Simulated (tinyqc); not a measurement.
Thin-film transistor with exponential tail and deep states, accumulation layer: one step of the calculation.

An undoped film in accumulation, thicker than the space-charge layer. With band bending psi the Fermi level lies E0 - psi below the band edge. Free electrons n = n0 exp(psi/Vt) carry the current; electrons in two exponential distributions of traps, a = a0 exp(psi/Va) and d = d0 exp(psi/Vp), do not. Linear regime, ohmic contacts, traps in equilibrium.

Task. Surface potential by Newton steps. Va = kB Tt/q, Vp = kB Td/q. G(psi) = sum over the three kinds of c0 [V (exp(psi/V) - 1) - psi], field F = sqrt(2 q G/(eps0 eps_r)); Vg = psi + eps0 eps_r F/Ci at the surface. f = psi + eps0 eps_r F/Ci - Vg, f' = 1 + q rho/(Ci F) with rho = sum c0 (exp(psi/V) - 1); psi(new) = psi - f/f'.

Parameters, values chosen for the exercise; values close to those of amorphous indium gallium zinc oxide:

| symbol | value | unit | meaning |
|---|---|---|---|
| T | 300 | K | temperature |
| eps_r | 10 |  | relative permittivity of the semiconductor |
| Tt | 360 | K | characteristic temperature of the tail |
| Td | 2160 | K | characteristic temperature of the deep states |
| Ci | 20 | nF/cm^2 | gate capacitance |
| Vg | 9.3 | V | gate voltage above flat band |

Constants: q = 1.602176634e-19 C, kB = 1.380649e-23 J/K, Vt = kB T/q, eps0 = 8.8541878128e-14 F/cm where lengths are in cm. Results are converted to the units shown.

psi at the start = 0.42 V
n0 = 7.1688433e9 cm^-3
a0 = 1.3749567e12 cm^-3
d0 = 5.0545113e15 cm^-3

Wanted: F; f; f'; psi after iteration 1.

Result.

F = 120.9 kV/cm
f = -3.529 V
f' = 78.36
psi after iteration 1 = 0.4650 V

Numbers from tinyqc (`OMP_NUM_THREADS=1 python tinyqc.py 2610130 2610131 out.jsonl`; about 0.01 s on one thread of a shared Intel Xeon 2.30GHz).
